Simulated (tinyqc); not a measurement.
Doping from the ideality factor.

Question. For thermionic-field emission over a Schottky barrier the ideality factor is n = u coth(u) with u = E00/Vt and E00 = (hbar/2) sqrt(Nd/(me m0 eps0 eps_r)) in SI units (volts). Find u, E00 and Nd.

Values chosen for this exercise; band and dielectric values close to those of gallium arsenide:
```
symbol   value  unit                meaning
T          250     K            temperature
me      0.0666    m0          electron mass
eps_r     12.7        relative permittivity
```

Constants: q = 1.602176634e-19 C, kB = 1.380649e-23 J/K, eps0 = 8.8541878128e-12 F/m, hbar = 1.054571817e-34 J s, m0 = 9.1093837015e-31 kg, Vt = kB T/q. Results are converted to the units shown.

n = 2.8165078

Solution. u coth(u) rises steadily from 1, so n fixes u; the definition of E00 then gives Nd.

u = 2.80
E00 = 60.2 meV
Nd = 8.90e18 cm^-3

tinyqc, about 0.02 s, one thread, Intel Xeon 2.30GHz (shared host): `OMP_NUM_THREADS=1 python tinyqc.py 2640026 2640027 out.jsonl`
